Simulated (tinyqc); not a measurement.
Resistance of a tapered via with liner, size effect and interface: via resistance against the height.

A round via whose diameter grows from db at the bottom as D(z) = db + 2 z/tan(ang). The fill, of diameter D - 2 tl, starts above the bottom liner (thickness fb tl) and has rho = rho0 (1 + ks lam/(D - 2 tl)); the sidewall liner conducts in parallel with it. The bottom liner and the interface are crossed over the full area pi db^2/4. Spreading in the lines above and below is left out.

Slices between z0 = fb tl and hv, evaluated at their midpoints: conductance per length pi/4 [(D - 2 tl)^2/rho + (D^2 - (D - 2 tl)^2)/rl], slice resistance = slice height over that. 2000 slices. R_fill = sum of the slices; R_bottom = rl fb tl/(pi db^2/4); R_interface = ri/(pi db^2/4); ballistic (Sharvin) limit 1/(Sb pi (db - 2 tl)^2/4); ideal cylinder rho0 hv/(pi db^2/4).

Inputs (values chosen for the exercise); fill metal close to ruthenium:
```
symbol    value      unit                                               meaning
db           12        nm                                diameter at the bottom
ang          88   degrees                                        sidewall angle
rho0       7.75   uohm cm                          bulk resistivity of the fill
lam        6.49        nm                            mean free path of the fill
ks          1.4                                              size-effect factor
tl          0.6        nm                                 liner on the sidewall
fb          0.7                   liner at the bottom over that on the sidewall
rl          230   uohm cm                              resistivity of the liner
ri      4.2e-12  ohm cm^2                   interface resistivity at the bottom
Sb       1.5e15     S/m^2  ballistic conductance per area, about 3/(4 rho0 lam)
```

The same in every row: R_bottom (ohm) = 8.541; R_interface (ohm) = 3.714; ballistic limit (ohm) = 7.277.

Result of one run:
```
hv (nm)	R_fill (ohm)	R (ohm)	R over ideal cylinder	largest part
22	28.12	40.38	2.678	fill
```

What becomes of these results when the height hv is changed from 22 to 7.2 nm, all else the same?

Result of the changed run:
```
hv (nm)	R_fill (ohm)	R (ohm)	R over ideal cylinder	largest part
7.2	9.818	22.07	4.474	fill
```

The whole series:
```
hv (nm)	R_fill (ohm)	R (ohm)	R over ideal cylinder	largest part
7.2	9.818	22.07	4.474	fill
10	13.59	25.84	3.771	fill
15	19.95	32.20	3.133	fill
22	28.12	40.38	2.678	fill
32	38.54	50.79	2.316	fill
46	51.06	63.31	2.009	fill
66	65.72	77.98	1.724	fill
96	82.64	94.90	1.443	fill
```

R rises from 22.1 to 94.9 ohm. The fill is the largest part at hv = 7.2 and in all other rows. The share of the two bottom terms goes from 55.5 to 12.9 %. For hv = 7.2, 10 the ballistic limit exceeds half of R_fill, so the diffusive model understates R.

Program tinyqc, `OMP_NUM_THREADS=1 python tinyqc.py 2750064 2750065 out.jsonl`; Intel Xeon 2.30GHz, shared host, one thread, about 0.01 s.
